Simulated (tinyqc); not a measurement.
Convergence with cell size: Koster-Slater impurity in a tight-binding band, by Green functions and by supercells. Computed by tinyqc, a small Python program. Command: `OMP_NUM_THREADS=1 python tinyqc.py 3009281 3009282 out.jsonl kosterslater walk`. One thread of a shared host (Intel(R) Xeon(R) Processor @ 2.30GHz), about 0.02 s of CPU time with the checks.

One orbital per site, e(k) = -2 t sum cos(k_i) over 2 direction(s), band from -4 t to 4 t, lattice constant 1. One site has the extra energy U. Spin is left out.

Inputs (values chosen for the exercise, for a model band): hopping t = 0.69 eV; impurity potential U = 1.58 eV.

Lattice: square.

Method:
- Outside the band G0(E) = (2/(pi E)) K(m), m = 16 t^2/E^2, K the complete elliptic integral with parameter m.
- A bound state solves 1/U = G0(E).
- Bisection in ln(distance from the edge) between 1e-5 t and |U| + t. Weight on the impurity site: -1/(U^2 dG0/dE), by a central difference with step min(1e-4 t, distance/30). Decay length along an axis: 1/arccosh(1 + distance/(2 t)).
- In a periodic cell of N sites along each direction with Bloch vector K, the level solves 1/U = N^-d sum_k 1/(E - e(k)), k_i = (2 pi m_i + K_i)/N, m_i = 0..N-1; the outermost root on the side of U is taken (bisection). d is the number of directions. Gamma means K_i = 0, the zone corner K_i = pi, the quarter point K_i = pi/2.
- Even N; errors against the isolated level E_b, set to 0 below 1e-6 t.

level E_b = 2.84524 eV

decay length = 2.85971 sites

Error of the level (eV):
```
N   sites       Gamma       corner  quarter point
2       4  4.8100e-01  -1.2652e+00    -2.4539e-01
4      16  1.3580e-01  -2.4539e-01    -2.9226e-02
6      36  5.6369e-02  -7.6663e-02    -5.4795e-03
8      64  2.6072e-02  -2.9226e-02    -1.1768e-03
12    144  5.8634e-03  -5.4795e-03    -6.0659e-05
16    256  1.2917e-03  -1.1768e-03    -3.2610e-06
```

What does the comparison show, and why?

The error at Gamma falls exponentially, between the last two resolved rows by exp(-0.378) per site against 1/(decay length) = 0.350; the rest is the power-law prefactor of the Green function. Gamma and the corner err in opposite directions. No listed cell reaches 1 meV at Gamma; at the quarter point N = 12 is enough.

Extremes, crossings and ranges named in words are read from the listed rows.
